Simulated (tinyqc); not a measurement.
Inside a calculation. Method: inverse iteration on a symmetric matrix. Computed by tinyqc, a small Python program that keeps every step. Settings: method = inverse, shift = 1.9. Command: `OMP_NUM_THREADS=1 python tinyqc.py 26018 26019 out.jsonl` (the two numbers bound the seeds that draw the settings). One thread of a shared host (Intel(R) Xeon(R) Processor @ 2.60GHz), about 0.01 s of CPU time with the checks.

## Step 1

A:
$$\begin{pmatrix}
1.1760 & -0.0870 & 0.1470 & -0.1510 & 0.0250 \\
-0.0870 & 1.6110 & 0.3310 & -0.2130 & 0.1250 \\
0.1470 & 0.3310 & 1.6180 & -0.0700 & -0.1210 \\
-0.1510 & -0.2130 & -0.0700 & 1.7570 & -0.3920 \\
0.0250 & 0.1250 & -0.1210 & -0.3920 & 3.4170
\end{pmatrix}$$

vector v at the start: [0.4472, 0.4472, 0.4472, 0.4472, 0.4472]

shift = 1.9000

solve (A - shift) w = v; v' = w/|w| with its largest component positive (the first on a tie); lambda = v'^T A v'.

vector after step 1: [0.0137, -0.2549, -0.0976, 0.9477, 0.1649]

Rayleigh quotient after step 1 = 1.7908

## Step 2

As before.

vector after step 2: [0.0794, 0.6551, 0.7510, -0.0116, -0.0207]

Rayleigh quotient after step 2 = 1.9520

## Course of the iteration

Stop when the residual |A v - lambda v| is below 1e-9.

Steps:
```
step    lambda  residual
1     1.790813  2.96e-01
2     1.951997  1.98e-01
3     2.024825  1.18e-01
4     2.047972  6.32e-02
5     2.054419  3.29e-02
6     2.056146  1.69e-02
7     2.056604  8.72e-03
8     2.056725  4.48e-03
9     2.056757  2.30e-03
10    2.056765  1.18e-03
11    2.056768  6.09e-04
12    2.056768  3.13e-04
13    2.056768  1.61e-04
14    2.056768  8.28e-05
15    2.056768  4.26e-05
16    2.056768  2.19e-05
17    2.056768  1.12e-05
18    2.056768  5.78e-06
19    2.056768  2.97e-06
20    2.056768  1.53e-06
21    2.056768  7.86e-07
22    2.056768  4.04e-07
23    2.056768  2.08e-07
24    2.056768  1.07e-07
25    2.056768  5.49e-08
26    2.056768  2.82e-08
27    2.056768  1.45e-08
28    2.056768  7.46e-09
29    2.056768  3.83e-09
30    2.056768  1.97e-09
```

all eigenvalues, for comparison: [1.0110, 1.3925, 1.5951, 2.0568, 3.5237]

Not converged in 30 steps: the residual falls only by the ratio of the two smallest distances of eigenvalues from the shift, 0.51 a step.
